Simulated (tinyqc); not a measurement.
The 3-omega method: a line heater on a substrate with a thin film: one step, computed by the program tinyqc. Command: `OMP_NUM_THREADS=1 python tinyqc.py 3007231 3007232 out.jsonl threeomega walk`. One thread of a shared host (Intel(R) Xeon(R) Processor @ 2.30GHz), about 0.01 s of CPU time with the checks.

A current at angular frequency omega = 2 pi f heats the line at 2 omega with the amplitude P per length; the temperature swing Delta T at 2 omega gives a voltage at 3 omega. The substrate is taken as semi-infinite and isotropic, and the heat capacity of heater and film is left out.

Task: Penetration depth. D = kappa/C; q = sqrt(2 i omega/D); penetration depth 1/|q| = sqrt(D/(2 omega)).

Inputs (values chosen for the exercise, modelled on silica on silicon): substrate conductivity kappa = 148 W/(m K); substrate heat capacity C = 1.62 1e6 J/(m^3 K); heater half-width b = 4.7 micrometre; current frequency f = 73 Hz; substrate thickness d_s = 1000 micrometre.

Give: diffusivity D; penetration depth; |q| b; penetration depth / d_s.

Result:

diffusivity D = 91.36 mm^2/s

penetration depth = 315.6 micrometre

|q| b = 0.01489

penetration depth / d_s = 0.3156

Caution: the penetration depth exceeds a fifth of the substrate thickness, so the back face is felt and the semi-infinite formula fails.
